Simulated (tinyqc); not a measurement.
# p-type polysilicon, carrier trapping at grain boundaries, step by step

Program tinyqc, `OMP_NUM_THREADS=1 python tinyqc.py 2830211 2830212 out.jsonl`; Intel Xeon 2.30GHz, shared host, one thread, about 0.01 s. Printed values are rounded.

One-dimensional grains of size Lg, uniform ionised doping N, monovalent traps Qt at each boundary at a depth Et below (for electrons) or above (for holes) the band edge there, abrupt depletion of width W on each side of a boundary, Boltzmann statistics. xi is the distance from the band edge at the grain centre to the Fermi level. Trapped charge Qt/(1 + exp((xi + VB - Et)/Vt)) = 2 N W, barrier VB = q N W^2/(2 eps0 eps_r).

Inputs (values chosen for the exercise); values of the order met in polycrystalline silicon: temperature T = 300 K; relative permittivity eps_r = 11.7; valence-band density of states at T NB = 2.65e19 cm^-3; grain size Lg = 26 nm; trap density of a grain boundary Qt = 2.5e12 cm^-2; depth of the trap level from the majority band edge at the boundary Et = 0.36 eV; mass for thermionic emission ms = 0.31 m0; correction factor of the emission rate fe = 0.25; doping N = 5.1e17 cm^-3.

Constants: q = 1.602176634e-19 C, kB = 1.380649e-23 J/K, m0 = 9.1093837015e-31 kg, Vt = kB T/q, eps0 = 8.8541878128e-14 F/cm where lengths are in cm. Results are converted to the units shown.

## Depletion width, Fermi level and barrier

If the trap equation with xi = Vt ln(NB/N) has a root W < Lg/2, the grain is partly depleted; otherwise W = Lg/2 and the trap equation gives xi = Et - VB + Vt ln(Qt/(N Lg) - 1). N* = Qt/Lg.

N* = 9.61538e17 cm^-3
W = 13 nm
xi = 0.290202 V
VB = 0.0666504 V
share of traps filled = 0.5304

N is 0.530 N*, and the grain is fully depleted; VB = 2.58 Vt.

## Resistivity and effective mobility

n0 = NB exp(-xi/Vt); mean density n0 (1 - 2 W/Lg) by charge balance in a partly depleted grain, and n0 (sqrt(pi)/2) erf(u)/u with u = sqrt(VB/Vt) in a fully depleted one; v = sqrt(kB T/(2 pi ms m0)); barrier resistivity Vt exp(VB/Vt)/(q fe n0 v Lg); grain resistivity (1 - 2 W/Lg)/(q n0 mug); effective mobility 1/(q mean density total resistivity).

n0 = 3.53236e14 cm^-3
mean density = 1.90449e14 cm^-3
v = 4.83156e6 cm/s
barrier resistivity = 1916.00 ohm cm
grain resistivity = 0.00000 ohm cm
resistivity = 1916.00 ohm cm
effective mobility = 17.1047 cm^2/(V s)

The resistivity is 32900 times that of a single crystal with the same N and mobility mug, and the mean density is 0.0373 % of N.
